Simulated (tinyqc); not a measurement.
Resistance of a tapered via with liner, size effect and interface: two fill metals against the diameter.

A round via whose diameter grows from db at the bottom as D(z) = db + 2 z/tan(ang). The fill, of diameter D - 2 tl, starts above the bottom liner (thickness fb tl) and has rho = rho0 (1 + ks lam/(D - 2 tl)); the sidewall liner conducts in parallel with it. The bottom liner and the interface are crossed over the full area pi db^2/4. Spreading in the lines above and below is left out.

Slices between z0 = fb tl and hv, evaluated at their midpoints: conductance per length pi/4 [(D - 2 tl)^2/rho + (D^2 - (D - 2 tl)^2)/rl], slice resistance = slice height over that. 2000 slices. R_fill = sum of the slices; R_bottom = rl fb tl/(pi db^2/4); R_interface = ri/(pi db^2/4). The second fill has rho2, lam2 and tl2 in place of rho0, lam and tl.

Inputs (values chosen for the exercise); fill metal close to tungsten:
```
symbol,value,unit,meaning
hv,66,nm,height
ang,88,degrees,sidewall angle
rho0,5.22,uohm cm,bulk resistivity of the fill
lam,15.1,nm,mean free path of the fill
ks,0.7,,size-effect factor
tl,2.3,nm,liner on the sidewall
fb,1,,liner at the bottom over that on the sidewall
rl,200,uohm cm,resistivity of the liner
ri,1.6e-12,ohm cm^2,interface resistivity at the bottom
Sb,9.1e14,S/m^2,"ballistic conductance per area, about 3/(4 rho0 lam)"
rho2,5.4,uohm cm,bulk resistivity of the second fill (close to molybdenum)
lam2,11.1,nm,its mean free path
tl2,0.2,nm,its liner
```

Result of one run:
```
db (nm),"R, first fill (ohm)","R, second fill (ohm)",ratio second/first
100,1.096,0.5403,0.4931
```

What becomes of these results when the diameter at the bottom db is changed from 100 to 8.5 nm, all else the same?

Result of the changed run:
```
db (nm),"R, first fill (ohm)","R, second fill (ohm)",ratio second/first
8.5,383.5,87.84,0.2290
```

The whole series:
```
db (nm),"R, first fill (ohm)","R, second fill (ohm)",ratio second/first
8.5,383.5,87.84,0.2290
12,135.2,42.68,0.3157
17,54.16,20.63,0.3809
24,23.71,10.07,0.4247
35,10.13,4.617,0.4557
49,4.886,2.312,0.4733
70,2.299,1.116,0.4853
100,1.096,0.5403,0.4931
```

The ratio goes from 0.229 to 0.493. The second fill gives the lower R in every row.

Program tinyqc, `OMP_NUM_THREADS=1 python tinyqc.py 2750199 2750200 out.jsonl`; Intel Xeon 2.30GHz, shared host, one thread, about 0.01 s.
